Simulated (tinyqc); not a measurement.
Worked calculation: tight binding, kagome lattice. One step of it, computed by the program tinyqc.

Task: Levels at K. Diagonalise the Hermitian matrix.

H(k) at K (eV):
```
                     A                    B                    C
A             0.000000  -0.300000+0.363731i  -0.300000-0.363731i
B  -0.300000-0.363731i             0.000000  -0.300000+0.363731i
C  -0.300000+0.363731i  -0.300000-0.363731i            -0.210000
```

Give: eigenvalues; weights |c|^2 of the basis functions.

Result:

eigenvalues (eV): -0.6917  -0.3850  0.8667

weights |c|^2 of the basis functions:
```
   band 1  band 2  band 3
A  0.2320  0.4035  0.3644
B  0.2320  0.4035  0.3644
C  0.5359  0.1929  0.2711
```
